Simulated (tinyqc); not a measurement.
Capillary instabilities by surface diffusion: grooving and agglomeration of films, edge retraction, wire break-up and smoothing of roughness: one step, computed by the program tinyqc. Command: `OMP_NUM_THREADS=1 python tinyqc.py 3028134 3028135 out.jsonl dewet walk`. One thread of a shared host (Intel(R) Xeon(R) Processor @ 2.30GHz), about 0.01 s of CPU time with the checks.

Isotropic surface energy; shapes change by surface diffusion alone.

Problem. Break-up of a free wire. A wire with r + A cos(k z) has dA/dt = (B/r^4) (kr)^2 [1 - (kr)^2] A: unstable for wavelengths above 2 pi r, fastest at kr = 1/sqrt 2 with the rate B/(4 r^4); break-up time about (4 r^4/B) ln(r/A0); each wavelength makes a sphere of radius (3 r^2 lambda_m/4)^(1/3).

Inputs (values chosen for the exercise, of the order of those of a nickel silicide film):
```
quantity                    value  unit
temperature T                 822     K
time t                       9600     s
wire radius r                 2.2    nm
initial ripple over radius   0.01     -
```

B = 3.640878 nm^4/s

Give: fastest wavelength; break-up time; radius of the spheres; t over the break-up time.

Solution.

fastest wavelength = 19.549 nm

break-up time = 118.52 s

radius of the spheres = 4.1401 nm

t over the break-up time = 80.999

The wire breaks up within t. Caution: faceting can stabilise wires along low-index directions.
